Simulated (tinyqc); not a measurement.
# Double-gate transistor, scale length and short-channel effects, step by step

Program tinyqc, `OMP_NUM_THREADS=1 python tinyqc.py 2420152 2420153 out.jsonl`; Intel Xeon 2.30GHz, shared host, one thread, about 0.01 s. Printed values are rounded.

A body of thickness ts between two insulators of thickness ti and two tied gates. Below threshold the potential that source and drain add obeys Laplace's equation and vanishes on the gate. Its lowest mode decays along the channel as exp(-k y); k is the smallest positive root of the matching condition at the interface, and the scale length is Lambda = pi/k.

Inputs (values chosen for the exercise); permittivities: semiconductor close to that of silicon, insulator close to that of aluminium oxide:
- T = 293 K (temperature)
- eps_r = 11.6 (relative permittivity of the semiconductor)
- ei = 8.56 (relative permittivity of the insulator)
- ti = 1.1 nm (insulator thickness)
- ts = 9.9 nm (body thickness)
- L = 28 nm (channel length)
- Vbi = 0.86 V (potential of the source)
- sT = 0.48 V (potential of the barrier top at threshold)
- VTL = 0.49 V (long-channel threshold)
- m = 1 (long-channel body factor)
- Vds = 1 V (drain voltage)

Constants: q = 1.602176634e-19 C, kB = 1.380649e-23 J/K, Vt = kB T/q. Results are converted to the units shown.

## Scan of the matching condition

```
point,k (1/nm)
0,0.0475
1,0.095
2,0.1425
3,0.19
4,0.2375
5,0.285
6,0.3325
7,0.38
```

f(k) = ei cos(k ti) cos(k ts/2) - eps_r sin(k ti) sin(k ts/2).

```
point,f(k)
0,8.171977
1,7.040968
2,5.263393
3,2.991010
4,0.418261
5,-2.233938
6,-4.736651
7,-6.872076
```

The first change of sign lies between k = 0.2375 and 0.285 1/nm.

## Iteration 1: decay constant by Newton steps

k at the start = 0.285 1/nm

f(k) = ei cos(k ti) cos(k ts/2) - eps_r sin(k ti) sin(k ts/2); f' by a central difference with +/- 1e-5 1/nm; k(new) = k - f/f'.

f = -2.233938
f' = -55.05936 nm
k after iteration 1 = 0.2444267 1/nm

## Iteration 2: decay constant by Newton steps

As before.

f = 0.03100194
f' = -55.99659 nm
k after iteration 2 = 0.2449804 1/nm

## Course of the iteration: decay constant by Newton steps

Stop when k changes by less than 1e-10 1/nm, or after 30 iterations.

Course of the iteration:
```
iteration,k (1/nm),|change| (1/nm)
1,0.2444267,0.0406
2,0.2449804,5.54e-4
3,0.2449803,5.54e-8
4,0.2449803,< 1e-14
```

Converged in 4 iterations. The change falls from 0.041 in the first iteration to below the tolerance in the last.

## Scale length against simple estimates

k = 0.2449803 1/nm

Lambda = pi/k and l = 1/k. A parabolic potential across the structure gives l(parabolic) = sqrt((eps_r/(2 ei)) ts ti (1 + ei ts/(4 eps_r ti))).

Lambda = 12.82386 nm
l = 4.081961 nm
l(parabolic) = 4.430574 nm

The parabolic estimate is 8.5 % above l.

## Threshold shift, barrier position and swing

Along the channel psi(y) = s + a exp(y/l) + b exp(-y/l) with psi(0) = Vbi, psi(L) = Vbi + Vds and l = 1/k = Lambda/pi; with A = Vbi - s, B = A + Vds, x = exp(-L/l): a = (B - A x) x/(1 - x^2), b = (A - B x)/(1 - x^2). The minimum is s + 2 sqrt(a b), at y = (l/2) ln(b/a). The long-channel potential follows the gate as s = sT + (Vg - VTL)/m, and the threshold VT is the gate voltage at which the minimum equals sT. Swing = m Vt ln 10/g at threshold, g = d(minimum)/ds = 1 - (b x + a)/((1 + x) sqrt(a b)).

s at threshold = 0.4292308 V
a = 0.001501108 V
b = 0.4292681 V
position of the minimum = 11.54354 nm
VT = 0.4392308 V
swing = 62.97398 mV/decade

The threshold lies 50.8 mV below the long-channel value, and the barrier top sits at 0.41 L from the source.
